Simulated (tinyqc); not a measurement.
Threshold-voltage variability of a planar MOSFET, analytic estimates: two steps of the calculation.

Three independent sources add in quadrature: random dopants in the depleted layer, metal-gate grains of two orientations, and roughness of the two gate edges acting through the roll-off VT = VT(long) - Vr exp(-L/l). These are first-order estimates: no three-dimensional electrostatics, no percolation.

Parameters, values chosen for the exercise; material values close to those of silicon:
```
symbol  value  unit                                                 meaning
T         400     K                                             temperature
L          25    nm                                             gate length
W         110    nm                                              gate width
G           4    nm                                        metal grain size
dW        0.1    eV  work-function difference of the two grain orientations
p         0.3              share of the orientation of higher work function
De        1.2    nm                          rms roughness of one gate edge
La         30    nm                     correlation length of the roughness
l         4.9    nm                  decay length of the threshold roll-off
Vr          2     V                               prefactor of the roll-off
n        1.25                                           subthreshold factor
gI         25   1/V                                  gm/I of a matched pair
sb        1.1     %                 spread of the gain factor of one device
```

Constants: q = 1.602176634e-19 C, kB = 1.380649e-23 J/K, Vt = kB T/q. Results are converted to the units shown.

Problem 1. Metal grains and edge roughness. Grains: Ng = L W/G^2 (at least 1), s2 = dW sqrt(p (1 - p)/Ng). Edges, with exponential correlation and u = W/La: the mean gate length has sL^2 = 2 De^2 (2/u)[1 - (1 - exp(-u))/u]; s3 = sL (Vr/l) exp(-L/l).

Find: Ng; s2; sL; dVT/dL; s3.

Solution 1.

Ng = 171.88
s2 = 3.4955 mV
sL = 1.0740 nm
dVT/dL = 2.4834 mV/nm
s3 = 2.6671 mV

Problem 2. Total spread, mismatch and leakage. s = sqrt(s1^2 + s2^2 + s3^2). For a pair: s(dVT) = sqrt(2) s; current mismatch sqrt(2) sqrt((gI s)^2 + sb^2); input offset = current mismatch/gI. For a Gaussian VT the off current is log-normal with mean/median = exp(s^2/(2 (n Vt)^2)).

s1 = 19.161238 mV
s2 = 3.4954516 mV
s3 = 2.6671134 mV

Wanted: s; s(dVT); current mismatch; input offset; mean/median of Ioff.

Solution 2.

s = 19.659 mV
s(dVT) = 27.802 mV
current mismatch = 69.523 %
input offset = 27.809 mV
mean/median of Ioff = 1.1097

tinyqc, about 0.01 s, one thread, Intel Xeon 2.30GHz (shared host): `OMP_NUM_THREADS=1 python tinyqc.py 2090065 2090066 out.jsonl`
